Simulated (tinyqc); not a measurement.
## Coupling ratio and rate constant from the late transient

Question. Long after the knee a floating-gate cell follows U = Vg - (tox/ag) B/ln(K t). Find K and ag.

Parameters, values chosen for the exercise: tunnel oxide thickness tox = 7.2 nm; control-gate voltage Vg = 12.8 V.

U at t = 0.006 and 0.6 s (V): [1.0433789, 2.6802571]
B = 25.103981 V/nm

Answer. 1/(Vg - U) is linear in ln t; the ratio of the two values gives ln(K t_a), and either value gives ag.

K = 3.860e14 1/s
ag = 0.5400

Program tinyqc, `OMP_NUM_THREADS=1 python tinyqc.py 2130151 2130152 out.jsonl`; Intel Xeon 2.30GHz, shared host, one thread, about 0.02 s.
